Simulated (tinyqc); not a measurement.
What moves the results: Landau levels of massless Dirac electrons. A value that a table varies takes the place of the one given here.

E_N = sqrt(2N) hv/l for N = 0, 1, 2, ... and the mirror levels below zero; each is fourfold (spin, valley), Zeeman splitting left out; half of level 0 belongs to the electrons.

In a field B along z: l = 1/sqrt((e/hbar) B) is the magnetic length, n_B = B/(h/e) the number of states per area in one level, hbar wc = 2 muB B/m for mass m in m0; 1/angstrom^2 = 1e16/cm^2.

Level 0 takes 2 n_B electrons and each higher level 4 n_B. At zero temperature and without broadening EF sits in the partly filled level.

Constants: e/hbar = 1.519267448e-05 1/(T angstrom^2); h/e = 413566.7697 T angstrom^2; muB = 5.788381798e-05 eV/T.

Values chosen for the exercise (near those of graphene; not measured data):
```
symbol  value                                                   unit         meaning
hv      6.09                                                    eV angstrom  hbar v
Bs      (0.5, 1, 2, 4, 8, 12, 16)                               T            fields
n       5.7                                                     x 1e11/cm^2  electron sheet density
Bo      (1.09, 1.23, 1.41, 1.66, 2.02, 2.58, 3.56, 5.73, 14.7)  T            fields
B       11.5                                                    T            magnetic field
```

## The fan of levels

The four lowest levels against B, with their labels in order.

Levels (meV):
```
B (T)  first  second   third  fourth    order
0.500   0.00   23.74   33.57   41.11  0 1 2 3
1.00    0.00   33.57   47.47   58.14  0 1 2 3
2.00    0.00   47.47   67.14   82.23  0 1 2 3
4.00    0.00   67.14   94.95  116.29  0 1 2 3
8.00    0.00   94.95  134.28  164.46  0 1 2 3
12.0    0.00  116.29  164.46  201.42  0 1 2 3
16.0    0.00  134.28  189.90  232.58  0 1 2 3
```

How do the results move?

The fourth level grows as B^0.50 over the first two rows and B^0.50 over the last two (1 for a parabolic band without a fixed offset such as a valley splitting, 1/2 for massless Dirac electrons). The order of the levels does not change. Level 0 stays at zero, and the others stand as sqrt(N).

## Oscillation of the Fermi level

Fixed density, zero temperature, no broadening. At B = 0, EF = hv sqrt(pi n).

Filling:
```
B (T)     nu  partly filled level  EF (meV)  filled share
1.09   21.63                    5     78.37          0.91
1.23   19.17                    5     83.25          0.29
1.41   16.72                    4     79.72          0.68
1.66   14.20                    4     86.50          0.05
2.02   11.67                    3     82.64          0.42
2.58    9.14                    2     76.26          0.78
3.56    6.62                    2     89.58          0.16
5.73    4.11                    1     80.36          0.53
14.7    1.60                    0      0.00          0.80
```

EF at B = 0 = 81.49 meV

What can be read from the table?

EF runs between 0.0 and 89.6 meV around its zero-field value of 81.5 meV. It follows a level while that level empties and falls to the next one down when nu passes a filled shell; the partly filled level changes 5 times in this table.

## What each parameter does

The second and third levels from below, nu = n/n_B, and EF. Each row changes one parameter from the base and keeps the others.

Results:
```
case                   second level (meV)  third level (meV)    nu  EF (meV)
base                               113.84             161.00  2.05    113.84
B = 9.78 T                         104.98             148.47  2.41    104.98
hv = 7.31 eV angstrom              136.65             193.25  2.05    136.65
n = 6.84 x 1e11/cm^2               113.84             161.00  2.46    113.84
```

How do the results move?

The largest shifts from the base row, up to three for each result and ties (the steps differ in size, so this ranks the rows, not the parameters). second level (meV): hv +22.81, B -8.86; unchanged at the printed digits by n. third level (meV): hv +32.25, B -12.53; unchanged at the printed digits by n. nu: n +0.41, B +0.36; unchanged at the printed digits by hv. EF (meV): hv +22.81, B -8.86; unchanged at the printed digits by n.

Program tinyqc; command `OMP_NUM_THREADS=1 python tinyqc.py 1250289 1250290 out.jsonl`; about 0.01 s on one thread of a shared Intel(R) Xeon(R) Processor @ 2.30GHz.
